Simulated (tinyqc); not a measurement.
Inside a calculation. Model: capacitance of parallel on-chip lines from Laplace's equation on a mesh.

Computed by the program tinyqc: `OMP_NUM_THREADS=1 python tinyqc.py 2790146 2790147 out.jsonl`, one thread of a shared Intel Xeon 2.30GHz, about 1 s for the whole run. Printed values are rounded.

Cross-section of an endless row of equal lines between two grounded planes; neighbours are driven in antiphase (+1 V and -1 V), so the plane midway between two lines is at 0 V. By symmetry one quarter is solved: x runs from the centre of a line (column 0, mirror) to that midplane (column 4, 0 V), y from the mid-height of the line (row 0, mirror) to the ground plane (row 5, 0 V). The line fills columns 0 to 2 and rows 0 to 2 at 1 V. Cells beside the line (below row 2) have e2, cells above have e1. Each link between nodes has the conductance g = mean permittivity of the two cells beside it (a cell beyond a mirror counts as 0), and the free nodes obey sum g (V_neighbour - V) = 0.

Inputs (values chosen for the exercise): relative permittivity above and below the lines e1 = 3; relative permittivity between the lines e2 = 2.4; over-relaxation factor om = 1.2.

Constants: eps0 = 8.8541878128e-12 F/m. Results are converted to the units shown.

## Link conductances

gx[j, i] joins node (row j, column i) to column i + 1, gy[j, i] to row j + 1.

gx:
```
       col 0  col 1  col 2  col 3
row 0    1.2    1.2    1.2    1.2
row 1    2.4    2.4    2.4    2.4
row 2    2.7    2.7    2.7    2.7
row 3      3      3      3      3
row 4      3      3      3      3
row 5    1.5    1.5    1.5    1.5
```

gy:
```
       col 0  col 1  col 2  col 3  col 4
row 0    1.2    2.4    2.4    2.4    1.2
row 1    1.2    2.4    2.4    2.4    1.2
row 2    1.5      3      3      3    1.5
row 3    1.5      3      3      3    1.5
row 4    1.5      3      3      3    1.5
```

## Iteration 1: relaxation sweep

V at the start (V):
```
       col 0  col 1  col 2  col 3  col 4
row 0      1      1      1      0      0
row 1      1      1      1      0      0
row 2      1      1      1      0      0
row 3      0      0      0      0      0
row 4      0      0      0      0      0
row 5      0      0      0      0      0
```

One sweep visits the free nodes row by row from row 0, left to right, and replaces V by V + om (weighted mean of the neighbours - V), using new values at once.

V after sweep 1 (V):
```
         col 0    col 1    col 2    col 3    col 4
row 0  1.00000  1.00000  1.00000  0.30000  0.00000
row 1  1.00000  1.00000  1.00000  0.39000  0.00000
row 2  1.00000  1.00000  1.00000  0.40400  0.00000
row 3  0.30000  0.39000  0.41700  0.24630  0.00000
row 4  0.09000  0.14400  0.16830  0.12438  0.00000
row 5  0.00000  0.00000  0.00000  0.00000  0.00000
```

## Iteration 2: relaxation sweep

As before.

V after sweep 2 (V):
```
         col 0    col 1    col 2    col 3    col 4
row 0  1.00000  1.00000  1.00000  0.47400  0.00000
row 1  1.00000  1.00000  1.00000  0.48540  0.00000
row 2  1.00000  1.00000  1.00000  0.43074  0.00000
row 3  0.50100  0.54060  0.50316  0.26822  0.00000
row 4  0.21870  0.24948  0.22945  0.12442  0.00000
row 5  0.00000  0.00000  0.00000  0.00000  0.00000
```

## Course of the relaxation

Stop when no node changes by 1e-7 V. C = 4 eps0 sum g (difference of V along the link)^2, in aF/um.

Course of the iteration:
```
sweep  C (aF/um)  largest change (V)
1        260.722               0.417
2        234.098               0.201
3        231.035              0.0888
4        230.740              0.0339
5        230.729             8.12e-3
6        230.729             2.11e-4
7        230.729             6.75e-5
8        230.729             2.77e-5
9        230.729             5.99e-6
10       230.729             2.86e-6
11       230.729             2.53e-7
12       230.729             5.28e-8
```

Converged in 12 sweeps. Over the last four sweeps the change shrinks by about 0.21 a sweep. C comes down from above, since the solution minimises the energy.

## Capacitance per length

converged V (V):
```
         col 0    col 1    col 2    col 3    col 4
row 0  1.00000  1.00000  1.00000  0.49036  0.00000
row 1  1.00000  1.00000  1.00000  0.48072  0.00000
row 2  1.00000  1.00000  1.00000  0.43252  0.00000
row 3  0.63161  0.61237  0.53028  0.27250  0.00000
row 4  0.30169  0.28758  0.23626  0.12719  0.00000
row 5  0.00000  0.00000  0.00000  0.00000  0.00000
```

C = 4 eps0 sum g (difference of V)^2 over all links (twice the energy of the four quarters, line at 1 V). Plate estimate without fringing: eps0 [2 e1 w/hd + 2 e2 t/(s/2)], w = 4 hx, t = 4 hx, s/2 = 2 hx, hd = 3 hx.

C = 230.729 aF/um
plate estimate = 155.834 aF/um

C depends on the shape only, not on the mesh step hx. Meshes 6, 12 and 24 times finer extrapolate (Aitken) to 217.5 aF/um; this mesh is 6.1 % above that, and the plate estimate is 28 % below it.
